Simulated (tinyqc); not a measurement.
Band offset of a heterojunction with an interface dipole (two-band chains, self-consistent charge): sweeps and comparisons. A value that a table varies takes the place of the one given here.

Sites alternate A, C. Left: A at -G1/2, C at +G1/2, hopping -t1; right: A at D - G2/2, C at D + G2/2, hopping -t2; the bonds across the two interfaces of a ring (C left to A right, C right to A left) have -sqrt(t1 t2). D is the offset of the mid-gaps, so Ev(right) - Ev(left) = D - (G2 - G1)/2 and Ec(right) - Ec(left) = D + (G2 - G1)/2. The closing bond has its sign reversed (antiperiodic ring). Half the levels are filled with two electrons each. The charge moved is q = (electrons on the left) less one a site; the mean over the two interfaces, q/2, is taken as the charge that crosses each, and its dipole opposes the offset: D = D0 - u q/2.

From here on the ring has 24 cells a side.

Parameters, chosen for this exercise (gaps near those of Si and HfO2; the chains and D0 are free models, so the offsets are not those of the real pair; shifted at random, so the results belong to these values and not to a real crystal): G1 = 1.15 eV (gap on the left); G2 = 5.83 eV (gap on the right); t1 = 2.2 eV (hopping on the left); t2 = 1.79 eV (hopping on the right); u = 5.2 eV (potential step per electron moved across); D0 = 1.93 eV (mid-gap of the right side above that of the left, without dipole).

## Where the moved charge sits

D = 1.41498 eV

Electrons in cell k from an interface at the self-consistent D, less those at D = 0. Interface 1 joins C left to A right, interface 2 C right to A left. The decay lengths 1/(2 kappa a) are those of mid-gap states, cosh(kappa a) = 1 + G^2/(8 t^2).

Change of the electron count:

| k | left of 1 | right of 1 | left of 2 | right of 2 |
|---|---|---|---|---|
| 1 | 0.07458 | -0.12358 | 0.03783 | -0.06516 |
| 2 | 0.02761 | -0.00606 | 0.01469 | -0.00280 |
| 3 | 0.01316 | -0.00031 | 0.00726 | -0.00014 |
| 4 | 0.00673 | -0.00002 | 0.00379 | -0.00001 |
| 5 | 0.00356 | 0.00000 | 0.00203 | 0.00000 |
| 6 | 0.00193 | 0.00000 | 0.00111 | 0.00000 |

decay lengths (cells): left 1.918, right 0.336

Over six cells interface 1 moves +0.1276 electrons to the left side and -0.1300 to the right, interface 2 +0.0667 and -0.0681: each change is a dipole, and the two differ because the bonds join different sites. The first cells hold 77 % of it at interface 1. The tail is longer on the left, where the gap is smaller against the hopping: from k = 2 to 4 it falls by a factor 4.1, and pure mid-gap decay would give 2.84; the exponential carries a prefactor that falls as a power of the distance, so the first cells drop faster.

## Screening of the starting offset

chi = 0.127438 1/eV

D0 is varied; the self-consistent D is found by bisection. chi = dq/dD at D = 0; the linear rule is D = S D0 with S = 1/(1 + u chi/2). The gap of the junction closes (type III) at |D| = (G1 + G2)/2.

Against D0:

| 2 D0/(G1 + G2) | D0 (eV) | q at D0 | D (eV) | D/D0 | linear (eV) |
|---|---|---|---|---|---|
| -0.85 | -2.966 | -0.5660 | -2.1076 | 0.7105 | -2.2282 |
| -0.55 | -1.919 | -0.2905 | -1.4076 | 0.7333 | -1.4418 |
| -0.30 | -1.047 | -0.1405 | -0.7808 | 0.7457 | -0.7864 |
| -0.15 | -0.523 | -0.0676 | -0.3925 | 0.7498 | -0.3932 |
| 0.10 | 0.349 | 0.0447 | 0.2619 | 0.7505 | 0.2621 |
| 0.25 | 0.873 | 0.1152 | 0.6521 | 0.7474 | 0.6554 |
| 0.50 | 1.745 | 0.2564 | 1.2849 | 0.7363 | 1.3107 |
| 0.80 | 2.792 | 0.5092 | 1.9957 | 0.7148 | 2.0971 |
| 0.95 | 3.316 | 0.7014 | 2.3253 | 0.7013 | 2.4904 |

D/D0 lies between 0.701 and 0.751, against S = 0.751 from chi at D = 0; the linear rule misses by at most 165 meV. q is odd in D. Less than half of the starting offset is screened, so the natural line-up still counts most.

## Wider gaps screen less

G2 is varied. chi = (q(+0.01) - q(-0.01))/0.02 at D = 0, S = 1/(1 + u chi/2).

Against G2:

| G2 (eV) | chi (1/eV) | S |
|---|---|---|
| 0.7 | 0.57980 | 0.3988 |
| 1.1 | 0.47576 | 0.4470 |
| 1.5 | 0.40441 | 0.4875 |
| 2.3 | 0.30897 | 0.5545 |
| 3.4 | 0.22689 | 0.6290 |
| 5.5 | 0.13710 | 0.7372 |
| 7.0 | 0.09931 | 0.7948 |
| 9.0 | 0.06688 | 0.8519 |

chi falls from 0.5798 to 0.0669 1/eV, a factor 8.7, and S rises from 0.399 to 0.852: charge crosses through the tails of states that tunnel into the other gap, and these shorten as the gap widens. u is kept fixed, though a wider gap also screens less and would raise it.

## What each parameter does

Self-consistent D by bisection, q there, and the two offsets. Each row changes one parameter from the base and keeps the others.

Results:

| case | D (eV) | q | valence offset (eV) | conduction offset (eV) |
|---|---|---|---|---|
| base | 1.4150 | 0.1981 | -0.9250 | 3.7550 |
| G1 = 1.322 eV | 1.4268 | 0.1935 | -0.8272 | 3.6808 |
| G2 = 6.704 eV | 1.4826 | 0.1721 | -1.2944 | 4.2596 |
| t1 = 2.53 eV | 1.4094 | 0.2002 | -0.9306 | 3.7494 |
| t2 = 2.058 eV | 1.4035 | 0.2025 | -0.9365 | 3.7435 |
| D0 = 2.219 eV | 1.6145 | 0.2325 | -0.7255 | 3.9545 |
| u = 5.98 eV | 1.3632 | 0.1896 | -0.9768 | 3.7032 |

The largest shifts from the base row, up to three for each result and ties (the steps differ in size, so this ranks the rows, not the parameters). D (eV): D0 +0.1996, G2 +0.0676, u -0.0518. q: D0 +0.0344, G2 -0.0260, u -0.0085. valence offset (eV): G2 -0.3694, D0 +0.1996, G1 +0.0978. conduction offset (eV): G2 +0.5046, D0 +0.1996, G1 -0.0742.

(tinyqc, `OMP_NUM_THREADS=1 python tinyqc.py 1482171 1482172 out.jsonl`, Intel(R) Xeon(R) Processor @ 2.30GHz, 1 thread, shared host, about 0.5 s.)
